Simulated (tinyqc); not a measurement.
Thermal boundary conductance by the acoustic and diffuse mismatch models: one step, computed by the program tinyqc.

Each side has one longitudinal and two transverse Debye branches, omega = v q up to q_D = (6 pi^2 n)^(1/3), with n counting all atoms. Scattering at the interface is elastic. Electrons are left out of G, also for metals. Melting is ignored. G refers to the temperatures of the phonons sent towards the interface. Linear branches over all atoms overstate G at high T, most for crystals with several atoms a cell.

Question. Temperature rise through the stack. In series: Delta T = J (d_1/kappa_1 + R + d_2/kappa_2), with bulk conductivities in the layers and one-dimensional flow.

Inputs (values chosen for the exercise, modelled on magnesium oxide (side 1) and sapphire (side 2)):
```
quantity              value     unit
conductivity kappa_1   56.6  W/(m K)
conductivity kappa_2   35.3  W/(m K)
temperature T           500        K
thickness d_1           220       nm
thickness d_2         34000       nm
heat flux J             5.4  kW/cm^2
```

Structure: film on a substrate.

boundary resistance R = 0.3418521 m^2 K/GW

Give: temperature drops; total rise Delta T; interface share of film plus interface.

Answer.

temperature drops (K): film 0.2099, interface 0.01846, substrate 52.01

total rise Delta T = 52.24 K

interface share of film plus interface = 0.08084

The substrate takes the largest drop, 100 % of the total. Caution: at this temperature short waves carry the heat; linear branches up to q_D overstate their velocity, and inelastic processes, left out here, grow with T.
